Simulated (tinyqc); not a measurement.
What a measurement delay does to the time exponent: bias-temperature instability from a Gaussian distribution of capture and emission barriers. Computed by tinyqc, a small Python program. Command: `OMP_NUM_THREADS=1 python tinyqc.py 3021333 3021334 out.jsonl bti walk`. One thread of a shared host (Intel(R) Xeon(R) Processor @ 2.30GHz), about 0.01 s of CPU time with the checks.

Each trap has a capture time tau_0 exp(E_c/(k_B T)) under stress and an emission time tau_0 exp(E_e/(k_B T)) after it. E_c is Gaussian, and E_e = E_c + d with d Gaussian and independent. A trap counts as filled once t_s exceeds its capture time and as emptied once t_r exceeds its emission time.

Inputs (values chosen for the exercise, for a model p-channel transistor):
```
quantity                                      value        unit
shift with all traps filled V_max                85          mV
mean capture barrier at zero field mu_c        1.64          eV
spread of capture barriers sigma_c             0.23          eV
lowering of mu_c per field k_F                0.041  eV/(MV/cm)
oxide field F                                   7.5       MV/cm
mean of E_e - E_c at the stress field, delta  -0.21          eV
spread of E_e - E_c, sigma_d                    0.3          eV
time constant tau_0                           1e-10           s
temperature T                                   175           C
stress time t_s                                   2           s
```

Constants: k_B = 8.617333262e-05 eV/K.

Method:
- Demarcation energies E_s = k_B T ln(t_s/tau_0), E_r = k_B T ln(t_r/tau_0); mean barrier mu = mu_c - k_F F; z = (E_s - mu)/sigma_c; Phi is the standard normal distribution.
- Temperatures in kelvin are T(C) + 273.15.
- Shift without recovery dV0 = V_max Phi(z); local time exponent n = d ln dV0/d ln t_s = (k_B T/sigma_c) exp(-z^2/2)/(sqrt(2 pi) Phi(z)); apparent activation energy n E_s.
- Remaining shift dV = V_max int_(-infinity)^(E_s) g(E_c) [1 - Phi((E_r - E_c - delta)/sigma_d)] dE_c, g the Gaussian density of E_c (Gauss-Legendre, 120 points over 7 sigma_c below E_s).
- Columns: no delay, and delays of 1 us, 1 ms and 1 s.

mean barrier mu = 1.3325 eV

Shift (mV):
```
t_s (s)   no delay    1 us    1 ms     1 s
1.00e+00     2.293   1.782   1.059   0.386
1.00e+01     5.244   4.415   2.941   1.262
1.00e+02    10.561   9.397   6.877   3.413
1.00e+03    18.820  17.374  13.694   7.707
1.00e+04    29.892  28.255  23.550  14.723
1.00e+05    42.697  40.956  35.532  24.157
1.00e+06    55.474  53.688  47.860  34.666
1.00e+07    66.472  64.671  58.663  44.434
```

What does the comparison show, and why?

Between 10 and 1000 s the apparent exponent is 0.277 without delay, 0.297 at 1 us, 0.334 at 1 ms and 0.393 at 1 s: a slow measurement loses more of a short stress than of a long one, which steepens the curve. Without delay the exponent falls from 0.359 to 0.079 over the table, so the growth is not a true power law. Caution: step-function filling and one Gaussian population are simplifications; real devices show several populations.
